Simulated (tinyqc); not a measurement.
Short-period [001] superlattice in sp3s* tight binding, step by step. Values are carried at full precision from step to step, so a last printed digit may differ when a step is redone from the rounded ones.

sp3s* tight binding, nearest neighbours only: anion (a) at 0, cation (c) at a/4 (1,1,1), orbitals s, px, py, pz, s* on each; k in units of 2 pi/a. With phases e_j = exp(i (pi/2) k.n_j) for n = (1,1,1), (1,-1,-1), (-1,1,-1), (-1,-1,1): g0 = (e1+e2+e3+e4)/4, g1 = (e1+e2-e3-e4)/4, g2 = (e1-e2+e3-e4)/4, g3 = (e1-e2-e3+e4)/4. The diagonal holds the levels Esa, Epa, Exa (s*) and Esc, Epc, Exc. Anion-cation block: <sa|sc> = Vss g0; <sa|xc> = Vsapc g1; <xa|sc> = -Vscpa g1; <xa|xc> = Vxx g0; <xa|yc> = <ya|xc> = Vxy g3, <xa|zc> = <za|xc> = Vxy g2, <ya|zc> = <za|yc> = Vxy g1; <s*a|xc> = Vxapc g1; <xa|s*c> = -Vpaxc g1; y and z take g2 and g3 in place of g1; s-s* and s*-s* vanish.

Inputs chosen for the exercise (A near a published set for GaAs, B for AlAs; the results hold for these values, not for the real material): pA = (-8.339, 1.044, -2.662, 3.674, 8.567, 6.751, -6.435, 1.949, 5.085, 4.483, 5.794, 4.828, 4.805) eV (order Esa, Epa, Esc, Epc, Exa, Exc, Vss, Vxx, Vxy, Vsapc, Vscpa, Vxapc, Vpaxc); pB = (-7.521, 0.985, -1.165, 3.591, 7.498, 6.713, -6.655, 1.879, 4.286, 5.104, 5.502, 4.513, 4.986) eV (the same for B); dEv = 0.46 eV (valence offset: Ev(B) lies this far below Ev(A)); n = 2 (monolayers of A); m = 1 (monolayers of B).

## Band line-up of the two bulk crystals

Edges on the common scale: Ev, the conduction level at Gamma, the minimum on (kx,0,0) for kx from 0.5 to 1, and the level at X.

Edges (eV):
```
crystal       Ev   Gamma  Delta minimum       X
A         0.0000  1.5249         2.0316  2.0316
B        -0.4600  2.5705         1.8179  1.8511
```

For Gamma electrons A is the well, 1.046 eV deep; for X electrons B is, 0.181 eV deep; holes sit in A.

## Shifted levels

Planes alternate anion, cation along [001], a/4 apart; at zero in-plane momentum s, pz, s* form one block. All levels of A are shifted so that its Ev (lower root of [[Epa, Vxx], [Vxx, Epc]]) is 0, and those of B so that its Ev is -dEv. A monolayer is an anion plane and the cation plane above it; an anion between unlike cations takes the mean of the two anion levels; each bond takes the couplings of its cation. Block from an anion to the cation above: U with Vss/2 (s,s), Vsapc/2 (s,z), -Vscpa/2 (z,s), Vxx/2 (z,z), Vxapc/2 (s*,z), -Vpaxc/2 (z,s*); to the cation below: the same with the s-z and s*-z signs reversed. The cell of n + m monolayers is closed with the phase exp(2 pi i q). No spin-orbit coupling. In this block 2 (n + m) levels are filled.

Parameters in the order Esa, Epa, Esc, Epc, Exa, Exc, Vss, Vxx, Vxy, Vsapc, Vscpa, Vxapc, Vpaxc. Find Ev of each set and shift the levels.

Ev before the shift (eV): A 0.0079, B 0.0014

Levels (eV):
```
plane                  s       p      s*
anion A          -8.3469  1.0361  8.5591
cation A         -2.6699  3.6661  6.7431
anion B          -7.9824  0.5236  7.0366
cation B         -1.6264  3.1296  6.2516
interface anion  -8.1646  0.7799  7.7979
```

## The matrix for n = 2, m = 1 at q = 0

Planes in the order a1, c1, a2, c2, ...; the A cations come first.

H (eV):
```
        sa1     za1     *a1     sc1     zc1     *c1     sa2     za2     *a2     sc2     zc2     *c2
sa1  -8.165       0       0  -3.217   2.241       0       0       0       0       0       0       0
za1       0   0.780       0  -2.897   0.975  -2.402       0       0       0       0       0       0
*a1       0       0   7.798       0   2.414       0       0       0       0       0       0       0
sc1  -3.217  -2.897       0  -2.670       0       0  -3.217   2.897       0       0       0       0
zc1   2.241   0.975   2.414       0   3.666       0  -2.241   0.975  -2.414       0       0       0
*c1       0  -2.402       0       0       0   6.743       0   2.402       0       0       0       0
sa2       0       0       0  -3.217  -2.241       0  -8.347       0       0  -3.217   2.241       0
za2       0       0       0   2.897   0.975   2.402       0   1.036       0  -2.897   0.975  -2.402
*a2       0       0       0       0  -2.414       0       0       0   8.559       0   2.414       0
sc2       0       0       0       0       0       0  -3.217  -2.897       0  -2.670       0       0
zc2       0       0       0       0       0       0   2.241   0.975   2.414       0   3.666       0
*c2       0       0       0       0       0       0       0  -2.402       0       0       0   6.743
sa3       0       0       0       0       0       0       0       0       0  -3.217  -2.241       0
za3       0       0       0       0       0       0       0       0       0   2.897   0.975   2.402
*a3       0       0       0       0       0       0       0       0       0       0  -2.414       0
sc3  -3.328   2.751       0       0       0       0       0       0       0       0       0       0
zc3  -2.552   0.940  -2.256       0       0       0       0       0       0       0       0       0
*c3       0   2.493       0       0       0       0       0       0       0       0       0       0

        sa3     za3     *a3     sc3     zc3     *c3
sa1       0       0       0  -3.328  -2.552       0
za1       0       0       0   2.751   0.940   2.493
*a1       0       0       0       0  -2.256       0
sc1       0       0       0       0       0       0
zc1       0       0       0       0       0       0
*c1       0       0       0       0       0       0
sa2       0       0       0       0       0       0
za2       0       0       0       0       0       0
*a2       0       0       0       0       0       0
sc2  -3.217   2.897       0       0       0       0
zc2  -2.241   0.975  -2.414       0       0       0
*c2       0   2.402       0       0       0       0
sa3  -8.165       0       0  -3.328   2.552       0
za3       0   0.780       0  -2.751   0.940  -2.493
*a3       0       0   7.798       0   2.256       0
sc3  -3.328  -2.751       0  -1.626       0       0
zc3   2.552   0.940   2.256       0   3.130       0
*c3       0  -2.493       0       0       0   6.252
```

## Levels of the small cell

Diagonalise (s, pz, s* block of a cell with n = 2, m = 1; px and py are apart). The lowest 6 levels are filled. Give the share of the cation weight of the lowest empty level that lies on the A cations, c1 and c2.

levels (eV): -12.433  -11.066  -10.885  -5.828  -5.486  -0.151  1.796  2.214  2.227  2.717  2.810  4.508  6.579  8.028  9.299  9.450  10.472  11.055

share on A cations = 0.830

The lowest empty level is number 7, at 1.796 eV.

## Checks

- Cell of two equal monolayers against the bulk levels at Gamma and X: they agree to 1e-10 or better.

Run: tinyqc, `OMP_NUM_THREADS=1 python tinyqc.py 1482629 1482630 out.jsonl`; Intel(R) Xeon(R) Processor @ 2.30GHz, one thread, shared host; about 0.4 s of CPU time with all checks.
